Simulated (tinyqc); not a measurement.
Inside a calculation. Model: valley-orbit splitting of a donor ground state, with strain. Computed by tinyqc, a small Python program that keeps every step. Command: `OMP_NUM_THREADS=1 python tinyqc.py 3000391 3000392 out.jsonl valleyorbit walk`. One thread of a shared host (Intel(R) Xeon(R) Processor @ 2.30GHz), about 0.01 s of CPU time with the checks. Intermediate numbers are printed to about 7 digits and carried at full precision; extremes and crossings named in words are read from the listed rows.

The basis is the 1s envelope in each valley; energies are counted from the unstrained conduction-band edge. The strain is e_s (a a^T - 1/3) for the unit stress axis a, so valley j along n_j moves by Xi_u e_s w_j with w_j = (n_j.a)^2 - 1/3: +1/6 for x and y, -1/3 for z. The splitting at the zone boundary that a [110] shear adds for <100> valleys is left out.

Inputs (values chosen for the exercise, for a model many-valley semiconductor):

| quantity | value | unit |
|---|---|---|
| single-valley binding energy E_0 | 43.1 | meV |
| central-cell shift Lambda | 3.56 | meV |
| coupling Delta_1 | 3.1 | meV |
| coupling Delta_2 | 4.09 | meV |
| shear deformation potential Xi_u | 8.43 | eV |
| shear strain e_s | -7.9e-05 | - |
| temperature T | 300 | K |
| donor density N_D | 2.3e+14 | cm^-3 |
| density-of-states mass of one valley m_e | 0.337 | m_0 |

Valleys: six along <100>. Stress axis: [110].

Constants: k_B = 8.617333262e-05 eV/K; m_0 = 9.1093837015e-31 kg; k_B = 1.380649e-23 J/K; h = 6.62607015e-34 J s.

## Levels without strain

By symmetry: E(A1) = E_0 + Lambda + 4 Delta_1 + Delta_2 (one state), E(T2) = E_0 + Lambda - Delta_2 (three), E(E) = E_0 + Lambda - 2 Delta_1 + Delta_2 (two), as binding energies.

E(A1) = 63.15 meV

E(T2) = 42.57 meV

E(E) = 44.55 meV

Only A1 has all valley amplitudes in phase, so only it has weight at the nucleus. Of the upper states E is bound more strongly, because Delta_1 is smaller than Delta_2.

## The valley matrix under strain

H_jj = -(E_0 + Lambda) + Xi_u e_s w_j; H_jk = -Delta_2 between opposite valleys and -Delta_1 between perpendicular ones.

H (meV), lower triangle (symmetric):
```
           +x         -x         +y         -y         +z         -z
+x  -46.77099
-x   -4.09000  -46.77099
+y   -3.10000   -3.10000  -46.77099
-y   -3.10000   -3.10000   -4.09000  -46.77099
+z   -3.10000   -3.10000   -3.10000   -3.10000  -46.43801
-z   -3.10000   -3.10000   -3.10000   -3.10000   -4.09000  -46.43801
```

## Levels and ground state under strain

Diagonalise H; the ground vector has positive components. The density at the nucleus, and so the contact hyperfine coupling, scales as (sum_j c_j)^2/(number of valleys), which is 1 without strain; the envelopes are held fixed.

levels (meV): -63.15132  -44.66099  -44.43769  -42.68100  -42.68100  -42.34801

valley amplitudes of the ground state: +x 0.4106554, -x 0.4106554, +y 0.4106554, -y 0.4106554, +z 0.4033909, -z 0.4033909

hyperfine ratio A/A_0 = 0.9999296

The valleys that move down hold 67.5 % of the ground state, against 66.7 % without strain.

## Binding energy under strain

The binding energy is counted from the lowest valley edge, min_j Xi_u e_s w_j; the gap is from the ground state to the next level.

binding energy under strain = 63.04032 meV

gap to the first excited state = 18.49032 meV

## Populations and ionisation

z = sum over levels of exp(-(E - E_ground)/k_B T), the ground-state share being 1/z; N_c = 2 (2 pi m_e k_B T/h^2)^(3/2) sum_j exp(-(shift_j - lowest shift)/k_B T); n1 = N_c/(2 z) exp(-binding/k_B T), binding = lowest shift - E_ground; without compensation n = 2 N_D/(1 + sqrt(1 + 4 N_D/n1)) (Boltzmann statistics; p and higher states left out).

partition sum z = 3.327196

share of neutral donors in the ground state = 0.3005533

N_c = 2.932996e+19 cm^-3

n1 = 3.847443e+17 cm^-3

free electrons n = 2.298627e+14 cm^-3

Caution: k_B T exceeds a third of E_0, so the p and higher states, left out, hold part of the bound electrons.

## Strain dependence

The contact hyperfine ratio is A/A_0 = (sum_j c_j)^2/(number of valleys), c_j the valley amplitudes of the ground state; binding from the lowest valley edge.

Against strain:

| e_s | Xi_u e_s (w_max - w_min) (meV) | binding (meV) | gap to next level (meV) | A/A_0 |
|---|---|---|---|---|
| -6.30e-04 | -2.655450 | 62.34494 | 17.79494 | 0.9959232 |
| -2.40e-04 | -1.011600 | 62.82480 | 18.27480 | 0.9993671 |
| -7.90e-05 | -0.332985 | 63.04032 | 18.49032 | 0.9999296 |
| -2.40e-05 | -0.101160 | 63.11640 | 18.56640 | 0.9999935 |
| 2.40e-05 | 0.101160 | 63.08268 | 18.56652 | 0.9999934 |
| 7.90e-05 | 0.332985 | 62.92934 | 18.49167 | 0.9999279 |
| 2.40e-04 | 1.011600 | 62.48804 | 18.28769 | 0.9993196 |
| 6.30e-04 | 2.655450 | 61.46772 | 17.89089 | 0.9950803 |

A/A_0 falls for either sign of strain, to 0.996 and 0.995 at the ends; its limits are the shares of the valleys that end up lowest, 4/6 under compression and 2/6 under tension. Near zero strain A/A_0 changes in second order, the binding in first. The binding energy drops from 63.15 meV to 62.34 and 61.47 meV, since fewer valleys share the valley-orbit gain.

## Do the excited 1s states matter for ionisation?

No strain here. The last two columns set z = 1, with the A1 depth, or use one level at E_0 with z equal to the number of valleys.

Ionised share:

| T (K) | z | all 1s states | ground state alone | no splitting |
|---|---|---|---|---|
| 37 | 1.010575 | 2.617125e-03 | 2.630908e-03 | 0.0246429 |
| 61 | 1.117934 | 1.632135e-01 | 1.716929e-01 | 0.4012828 |
| 92 | 1.415218 | 7.749332e-01 | 8.213463e-01 | 0.8978621 |
| 130 | 1.857993 | 9.729746e-01 | 9.850900e-01 | 0.9850612 |
| 180 | 2.398899 | 9.953181e-01 | 9.980376e-01 | 0.9967755 |
| 290 | 3.266795 | 9.993291e-01 | 9.997944e-01 | 0.9994475 |
| 490 | 4.130114 | 9.998622e-01 | 9.999666e-01 | 0.9998755 |

z grows from 1.011 to 4.13 of at most 6. Leaving out the excited states overstates the ionised share by up to 6.0 % (at 92.0 K); ignoring the splitting misses by a factor 9.42 at the lowest T and 1.00 at the highest.

Checks made by the program: symmetry formulas against diagonalisation (relative difference below 1e-10).
